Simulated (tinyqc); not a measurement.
Hubbard chain of 4 sites, step by step. One step of it, computed by the program tinyqc.

Question. Mean-field iteration 3. H(up) = T + U n(down), H(down) = T + U n(up); fill the lowest levels; n(new) = n + mixing (n(out) - n); E = tr T (rho up + rho down) + U sum n_up n_down of the output.

one-body matrix (hopping and site energies) (eV), order 1, 2, 3, 4:
$$\begin{pmatrix}
-0.350000 & -1.680000 & 0.000000 & 0.000000 \\
-1.680000 & -0.720000 & -1.680000 & 0.000000 \\
0.000000 & -1.680000 & 0.160000 & -1.680000 \\
0.000000 & 0.000000 & -1.680000 & 0.500000
\end{pmatrix}$$

U = 0.600000 eV

electrons, up and down: [2, 2]

mixing = 0.500000

n(up) after iteration 2: 1 0.533347, 2 0.513395, 3 0.538899, 4 0.414359

n(down) after iteration 2: 1 0.495200, 2 0.546786, 3 0.505896, 4 0.452117

Give: levels, up; levels, down; energy; n(up) after iteration 3; n(down) after iteration 3.

Answer.

levels, up (eV): [-2.6799, -0.7161, 1.2432, 2.9429]

levels, down (eV): [-2.6815, -0.7125, 1.2411, 2.9429]

energy = -7.3931 eV

n(up) after iteration 3: 1 0.5276, 2 0.5252, 3 0.5342, 4 0.4130

n(down) after iteration 3: 1 0.5042, 2 0.5447, 3 0.5151, 4 0.4361
